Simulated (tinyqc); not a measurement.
Capillary instabilities by surface diffusion: grooving and agglomeration of films, edge retraction, wire break-up and smoothing of roughness: one step, computed by the program tinyqc.

Isotropic surface energy; shapes change by surface diffusion alone.

Problem. Will grooves cut through? Groove angle beta: sin(beta) = gamma_b/(2 gamma). For circular grains of radius R with spherical caps the groove ends (measured from the mean surface) at the depth R g(beta), g = (2 - 3 cos beta + cos^3 beta)/(3 sin^3 beta). The film parts if R g(beta_s) > h.

Inputs (values chosen for the exercise, for a model film):

| quantity | value | unit |
|---|---|---|
| surface energy gamma_s | 1.51 | J/m^2 |
| grain-boundary energy gamma_b | 0.57 | J/m^2 |
| film thickness h | 15 | nm |
| grain radius R | 76 | nm |

Grooves: at the surface only.

Give: beta_s; sum of g; critical R/h; final depth over h.

Solution.

beta_s = 10.879 degrees

sum of g = 0.047757

critical R/h = 20.939

final depth over h = 0.24197

The grooves stop short by this estimate; triple junctions groove deeper and may still open.
